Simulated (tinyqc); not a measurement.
Sublattice potential against complex hopping: Haldane model. Computed by the program tinyqc. 

Honeycomb lattice:

| parameter | value |
|---|---|
| t1 (eV) | 2.590000 |
| t2 (eV) | 0.430000 |
| phi (rad) | 1.220000 |

H_AA = delta - 2 t2 sum cos(k.b + phi), H_BB = -delta - 2 t2 sum cos(k.b - phi), H_AB = -t1 (1 + exp(-i k.a1) + exp(-i k.a2)), b = a1, a2 - a1, -a2, m = 3 sqrt3 t2 sin(phi); the sign of the Chern number follows the orientation k1 then k2.

Gaps at the two valleys (eV) and Chern number of the lower band (12 x 12 mesh):

| delta | gap 2\|delta - m\| | gap 2\|delta + m\| | Chern number |
|---|---|---|---|
| -3.777 | 11.751 | 3.357 | 0 |
| -2.728 | 9.653 | 1.259 | 0 |
| -1.259 | 6.715 | 1.679 | -1 |
| 0.000 | 4.197 | 4.197 | -1 |
| 0.839 | 2.519 | 5.875 | -1 |
| 1.574 | 1.049 | 7.345 | -1 |
| 2.623 | 1.049 | 9.443 | 0 |
| 4.196 | 4.195 | 12.589 | 0 |

Here |m| = 2.0983 eV. For |delta| < |m| the two valleys have masses of opposite sign and the Chern number is +/-1; one gap closes at |delta| = |m|, and beyond it the band is trivial.
